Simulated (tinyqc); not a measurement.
Input admittance of a MOSFET at zero drain bias: distributed channel and distributed gate: one step of the calculation.

Source and drain grounded, strong inversion, w = 2 pi f, Cox = eps0 eox/tox. The channel is an RC line of resistance 1/(mu Cox Vo) per square fed from both ends, so one finger has the intrinsic admittance y = i w Cox L tanh(g)/g per width, g = (1/2) sqrt(i w tau), tau = L^2/(mu Vo). The vertical resistance rv/L is in series with y, the overlaps 2 i w Cov in parallel: y_t = 1/(1/y + rv/L) + 2 i w Cov. The gate strip is a line of Rsh/L per length loaded by y_t, so a finger has Y = y_t Wf tanh(k)/k, k = (Wf/sd) sqrt(y_t Rsh/L); the device has Nf Y.

Question. Low-frequency resistances and capacitance. Low-frequency limits, with c = Cox L and ct = c + 2 Cov: R_strip = Rsh Wf/(3 sd^2 L Nf), R_ch = (c/ct)^2 L/(12 mu Cox Vo Wf Nf), R_vert = (c/ct)^2 rv/(L Wf Nf), C = ct Wf Nf.

Inputs (values chosen for the exercise); values of the order met in silicon radio-frequency transistors: relative permittivity of the gate insulator (close to zirconium oxide) eox = 25.7; insulator thickness tox = 12 nm; channel length L = 0.073 um; finger width Wf = 1.4 um; number of fingers Nf = 16; channel mobility mu = 350 cm^2/(V s); gate overdrive Vo = 0.67 V; sheet resistance of the gate Rsh = 7.7 ohm/square; vertical resistivity of the gate stack rv = 0 ohm um^2; number of ends at which a finger is contacted sd = 2; overlap and fringe capacitance on each side Cov = 0.16 fF/um.

Constants: eps0 = 8.8541878128e-14 F/cm where lengths are in cm. Results are converted to the units shown.

Give: parts; sum; C; 1/(2 pi R C).

Answer.

parts (ohm): strip 0.76912, channel 0.40292, vertical 0
sum = 1.1720 ohm
C = 38.176 fF
1/(2 pi R C) = 3557.0 GHz

The strip term is the largest, 65.6 % of the sum.

tinyqc, about 0.01 s, one thread, Intel Xeon 2.30GHz (shared host): `OMP_NUM_THREADS=1 python tinyqc.py 2262127 2262128 out.jsonl`
